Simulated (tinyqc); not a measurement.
Bandgap voltage reference from two bipolar transistors: effect of the temperature coefficient of both resistors.

Two transistors of area 1 and N carry the same current I. Is(T) = Is (T/T0)^eta exp[(Vg0 q/kB)(1/T0 - 1/T)], VBE1 = Vt ln(I/Is(T)) + I rb, VBE2 = Vt ln(I/(N Is(T))) + I rb/N. The amplifier forces I R1(T) = VBE1 - VBE2 + Vos, with R(T) = R (1 + tc (T - T0)) for both resistors, and the output is Vref = VBE1 + I R2(T). Base currents and the Early effect are neglected.

Vt = kB T/q; I = (Vt ln N + Vos)/(R1(T) - rb (1 - 1/N)). Box coefficient: span of Vref between 233 and 398 K over its average over T and over 165 K. The last column is the R2 that gives zero slope at T0.

Values chosen for this exercise; values of the order met in silicon bipolar transistors: reference temperature T0 = 300 K; band-gap voltage extrapolated to 0 K Vg0 = 1.193 V; temperature exponent of the saturation current eta = 3.7; saturation current of the unit transistor at T0 Is = 1.2e-18 A; area ratio of the second transistor N = 15; resistor across which the difference of VBE falls, at T0 R1 = 4.4 kohm; offset of the amplifier Vos = 2.5 mV; series resistance of the unit transistor rb = 83 ohm; output resistor at T0 R2 = 30.73 kohm.

Constants: q = 1.602176634e-19 C, kB = 1.380649e-23 J/K. Results are converted to the units shown.

Results:
```
tc (ppm/K)  I at T0 (uA)  Vref at T0 (V)  slope at T0 (uV/K)  box coefficient (ppm/K)  R2 for zero slope (kohm)
-2000              16.77           1.299               133.5                    106.9                     28.28
-1000              16.77           1.299               96.52                    71.39                     28.95
0                  16.77           1.299               59.55                    39.04                     29.63
1000               16.77           1.299               22.58                    19.26                     30.31
3000               16.77           1.299              -51.37                    50.72                     31.70
```

Estimate the missing row, tc = 2000 ppm/K.

Computed row:
```
tc (ppm/K)  I at T0 (uA)  Vref at T0 (V)  slope at T0 (uV/K)  box coefficient (ppm/K)  R2 for zero slope (kohm)
2000               16.77           1.299              -14.40                    28.79                     31.00
```

With this row back in the table: As tc goes from -2000 to 3000, Vref stays at 1.299 V and the box coefficient goes from 107 through a minimum of 19.3 (at tc = 1000 among the rows listed) to 50.7 ppm/K.

tinyqc, about 0.02 s, one thread, Intel Xeon 2.30GHz (shared host): `OMP_NUM_THREADS=1 python tinyqc.py 2062088 2062089 out.jsonl`
